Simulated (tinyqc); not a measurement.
Undoped symmetric double-gate MOSFET, analytic potential model: effect of the temperature.

An undoped body of thickness ts between two equal insulators and tied gates; long channel, electrons only, n = ni exp((psi - V)/Vt) with V the quasi-Fermi potential (0 at the source, Vd at the drain), constant mobility, no quantisation. Across the body psi(x) = V - 2 Vt ln[(ts/(2 beta)) sqrt(q ni/(2 eps0 eps_r Vt)) cos(2 beta x/ts)], x from the centre. Q is the electron charge per area of the whole body.

Nc and Nv are given at 300 K and scale as (T/300 K)^1.5; Eg and mu are held fixed. ni = sqrt(Nc Nv) exp(-Eg/(2 Vt)), Eg in volts; r = eps_r tox/(eox ts); V0 = dphi + 2 Vt ln[(2/ts) sqrt(2 eps0 eps_r Vt/(q ni))]. beta (between 0 and pi/2) solves (Vg - V0 - V)/(2 Vt) = ln(beta) - ln(cos beta) + 2 r beta tan(beta). Q = 8 eps0 eps_r Vt beta tan(beta)/ts; I = mu (1/L)(4 eps0 eps_r/ts)(2 Vt)^2 [g(beta_s) - g(beta_d)] per width, g = beta tan(beta) - beta^2/2 + r beta^2 tan^2(beta), with beta_s at V = 0 and beta_d at V = Vd.  I(low) is taken at Vg = 0 V, Qs and I(high) at Vg = 0.75 V.

Inputs (values chosen for the exercise); material values close to those of germanium:

| symbol | value | unit | meaning |
|---|---|---|---|
| Eg | 0.658 | eV | band gap |
| eps_r | 16.2 |  | relative permittivity of the semiconductor |
| Nc | 1.05e19 | cm^-3 | conduction-band density of states at the reference temperature |
| Nv | 6e18 | cm^-3 | valence-band density of states at the reference temperature |
| eox | 24.1 |  | relative permittivity of the gate insulator |
| tox | 8.6 | nm | insulator thickness |
| ts | 20 | nm | body thickness |
| dphi | -0.01 | V | gate work function less that of the intrinsic body |
| mu | 620 | cm^2/(V s) | channel mobility |
| L | 0.5 | um | gate length |
| Vd | 0.05 | V | drain voltage |

Constants: q = 1.602176634e-19 C, kB = 1.380649e-23 J/K, Vt = kB T/q, eps0 = 8.8541878128e-14 F/cm where lengths are in cm. Results are converted to the units shown.

Effect of the temperature:
```
T (K)   V0 (V)  I(low) (nA/um)  Qs(high) (nC/cm^2)  I(high) (uA/um)
220    0.26806       0.0017166              1857.0           108.17
250    0.25974        0.017287              1853.0           108.01
280    0.25126         0.10870              1852.4           108.06
310    0.24265         0.48778              1854.8           108.29
340    0.23390          1.7045              1859.7           108.67
370    0.22505          4.9204              1866.9           109.19
400    0.21609          12.232              1876.0           109.83
430    0.20703          26.984              1886.9           110.57
```

As T goes from 220 to 430 K, I(low) rises from 0.00172 to 27.0 nA/um and I(high) goes from 108.2 through a minimum of 108.0 (at T = 250 K among the rows listed) to 110.6 uA/um. V0 falls from 0.268 to 0.207 V. In every row the surface density at the source at the higher gate voltage passes 0.3 Nc, where Boltzmann statistics fail. In every row the mobility is held fixed, though a real one changes with T.

Program tinyqc, `OMP_NUM_THREADS=1 python tinyqc.py 2440081 2440082 out.jsonl`; Intel Xeon 2.30GHz, shared host, one thread, about 0.01 s.
